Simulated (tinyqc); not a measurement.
# From peak concentration back to box width b

Model: sputter depth profiling of a dopant layer: erosion rate, quantification and the mixing-roughness response. Computed by tinyqc, a small Python program. Command: `OMP_NUM_THREADS=1 python tinyqc.py 3011983 3011984 out.jsonl sims inv`. One thread of a shared host (Intel(R) Xeon(R) Processor @ 2.30GHz), about 0.3 s of CPU time with the checks.

A rastered ion beam erodes silicon (49.94 atoms per nm^3). The measured profile is the true one convolved with a depth response.

Inputs (values chosen for the exercise, modelled on a dopant in silicon under an oxygen or caesium beam): beam energy E = 5.2 keV; beam current = 330 nA; raster side = 400 um; sputter yield at 1 keV = 1.2; mixing length at 1 keV = 1.3 nm; roughness sigma = 0.45 nm; depth of the top edge z0 = 31 nm; box concentration C = 1.9e+19 1/cm^3; relative sensitivity factor RSF = 1e+22 1/cm^3; matrix count rate = 4.7e+06 1/s; background count rate = 4.4 1/s; counting time per point = 0.5 s; level that defines the junction C_B = 5e+17 1/cm^3.

True profile: box.

Constants: e = 1.602176634e-19 C.

Method:
- Scaling chosen for the exercise: yield Y = Y1 E^0.5, mixing length w = w1 E^0.5 (E in keV).
- Erosion rate = Y I/(e x raster^2 x density); depth step = rate x counting time; concentration = RSF x counts/matrix counts; detection limit = RSF x 3 sqrt(background x time)/(matrix rate x time).
- Mixing alone turns a layer at z0 into (1/w) exp(-(z - z0 + w)/w) for z > z0 - w; roughness adds a Gaussian of width sigma. With x = z - z0 + w: g(x) = (1/(2w)) exp(sigma^2/(2 w^2) - x/w) erfc((sigma/w - x/sigma)/sqrt2), and its integral G(x) = (1/2) erfc(-x/(sigma sqrt2)) - w g(x). Measured: C [G(x) - G(x - b)].
- Find the maximum, the full width at half maximum and the deep point where the profile falls to C_B; far down, the trailing edge decays by w ln(10) per decade.

Problem. A run gave the result below. Find the box width b, known to lie between 2.6 and 6.3 nm.

peak concentration = 1.167283e+19 1/cm^3

Solution.

Each step takes the trial c = (a f_b - b f_a)/(f_b - f_a), f being the result less the target and a, b, c the logarithms of the listed values; c replaces end b, the old b replaces a if the sign of f changed, and otherwise f_a is halved.

Scan of the range:
```
box width b (nm)  peak concentration (1/cm^3)
2.60                              9.95699e+18
3.01                              1.10104e+19
3.49                              1.20955e+19
4.05                              1.31832e+19
4.69                              1.42239e+19
5.44                              1.52142e+19
6.30                              1.61041e+19
```

False position (Illinois rule, in the logarithm of the input) inside the bracket:
```
step    end a    end b    trial  peak concentration (1/cm^3)
1     3.01000  3.49000  3.29454                  1.16718e+19
2     3.49000  3.29454  3.29500                  1.16728e+19
3     3.49000  3.29500  3.29500                  1.16728e+19
4     3.29500  3.29500  3.29500                  1.16728e+19
```

Peak concentration rises at every point of a 13-point scan of the range (every second point is shown), so one value fits; it is bracketed by 3.01 and 3.49. Answer: box width b = 3.295 nm.
